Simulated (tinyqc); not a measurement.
Changing the facet energy of shape 2 over gamma: strain-driven roughening and islands of a mismatched epitaxial film. Computed by tinyqc, a small Python program. Command: `OMP_NUM_THREADS=1 python tinyqc.py 3012267 3012268 out.jsonl island sweep`. One thread of a shared host (Intel(R) Xeon(R) Processor @ 2.30GHz), about 0.01 s of CPU time with the checks.

Film and substrate share isotropic elastic constants; the film is coherent and biaxially strained.

Inputs (values chosen for the exercise, for a model film): misfit |f| = 0.0287; shear modulus G = 162 GPa; Poisson ratio nu = 0.2; surface energy gamma = 1.33 J/m^2; contact angle of the shallow shape theta_1 = 8.06 degrees; contact angle of the steep shape theta_2 = 24.3 degrees; facet energy of shape 1 over gamma = 1.005; island volume V = 12000 nm^3.

Constants: e = 1.602176634e-19 C.

Method:
- M = 2 G (1 + nu)/(1 - nu); stress = M f; energy density w = M f^2.
- Shallow faceted island (Tersoff form): E = 4 Gam V^(2/3) tan^(1/3)(theta) - 6 c V tan(theta), Gam = gamma [x/sin(theta) - 1/tan(theta)], x the facet energy over gamma, c = stress^2 (1 - nu)/(2 pi G).
- The barrier is the maximum of E, at V_c = [4 Gam/(9 c)]^3 / tan^2(theta) (1 GPa nm = 1 J/m^2).
- The two energies cross at V_x^(1/3) = 4 [Gam_2 t2^(1/3) - Gam_1 t1^(1/3)]/(6 c (t2 - t1)), t = tan(theta); mu = dE/dV.

One run for each value:
```
facet energy of shape 2 over gamma  Gam of shape 2 (J/m^2)  barrier, shape 2 (eV)  crossing volume V_x (nm^3)
0.960                                              0.15706                  0.603                  2.8783e-01
0.987                                              0.24433                  2.271                  4.1119e+00
1.010                                              0.31866                  5.039                  1.3899e+01
1.040                                              0.41562                 11.179                  4.1093e+01
1.070                                              0.51258                 20.970                  9.0960e+01
1.100                                              0.60954                 35.264                  1.7038e+02
1.120                                              0.67418                 47.714                  2.4313e+02
1.150                                              0.77114                 71.403                  3.8708e+02
```

Over the rows, Gam of shape 2 (J/m^2) rises from 0.157 to 0.771 (exponent d ln y / d ln x 16 between the first rows and 5.1 between the last); barrier, shape 2 (eV) rises from 0.603 to 71.4 (exponent d ln y / d ln x 48 between the first rows and 15 between the last); crossing volume V_x (nm^3) rises from 0.288 to 387 (exponent d ln y / d ln x 96 between the first rows and 18 between the last).

Caution (rows 0.960): a critical volume below 1 nm^3 holds fewer than a hundred atoms, so a continuum barrier there has no physical meaning. Caution (rows 0.960, 0.987): a crossing volume under 5 nm^3 is too small for these continuum energies. Caution (rows 0.987, 1.01, 1.04, 1.07, 1.10, 1.12, 1.15): a critical island of a few cubic nanometres holds a few hundred atoms at most, and edge energies, left out here, matter.

Extremes, crossings and ranges named in words are read from the listed rows.
